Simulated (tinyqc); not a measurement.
What moves the count of states: density of states of one tight-binding band on the square lattice.

E(k) = -2 t (c1 + c2) - 4 t2 c1 c2 with ci = cos(2 pi ki); k in fractions of the reciprocal vectors, mesh k_i = j/N with j = 0 .. N-1. Densities are per cell and per spin, so the band holds one state.

Each square of the mesh is cut along (i, j)-(i+1, j+1) into two triangles. For corner energies e1 <= e2 <= e3 and eij = ei - ej, the share of the triangle below E is n = (E - e1)^2/(e21 e31) for e1 < E < e2 and n = 1 - (e3 - E)^2/(e31 e32) for e2 < E < e3; its density of states is g = dn/dE.

Gaussian broadening: g(E) = mean over the mesh of exp(-(E - E_k)^2/(2 sigma^2))/(sigma sqrt(2 pi)), n(E) = mean of erfc((E_k - E)/(sigma sqrt 2))/2.

Values chosen for the exercise:

| symbol | value | unit | meaning |
|---|---|---|---|
| t | 0.75 | eV | nearest hopping |
| t2 | 0 | eV | second hopping |
| E | -1.89 | eV | energy at which the density is wanted |
| sigma | 0.225 | eV | Gaussian width |

Linear method and Gaussian sum with N = 48.

One parameter was then changed.

Results before and after:

| case | n linear | g linear (1/eV) | n Gaussian | g Gaussian (1/eV) |
|---|---|---|---|---|
| base | 0.1304 | 0.1325 | 0.1316 | 0.1324 |
| changed | 0.1404 | 0.1342 | 0.1416 | 0.1348 |

Which of these changes was made? (a) sigma = 0.45 eV; (b) t2 = 0.038 eV; (c) E = -1.815 eV; (d) t = 0.825 eV.
Answer: (c) E = -1.815 eV. Of the candidates, run in turn, only this one gives the changed row.

All candidates:

| case | n linear | g linear (1/eV) | n Gaussian | g Gaussian (1/eV) |
|---|---|---|---|---|
| base | 0.1304 | 0.1325 | 0.1316 | 0.1324 |
| t = 0.825 eV | 0.1536 | 0.1253 | 0.1546 | 0.1255 |
| E = -1.815 eV | 0.1404 | 0.1342 | 0.1416 | 0.1348 |
| sigma = 0.45 eV | 0.1304 | 0.1325 | 0.1341 | 0.1334 |
| t2 = 0.038 eV | 0.1366 | 0.1232 | 0.1376 | 0.1237 |

Run: tinyqc, `OMP_NUM_THREADS=1 python tinyqc.py 1680939 1680940 out.jsonl`; Intel(R) Xeon(R) Processor @ 2.30GHz, one thread, shared host; about 0.09 s of CPU time with all checks.
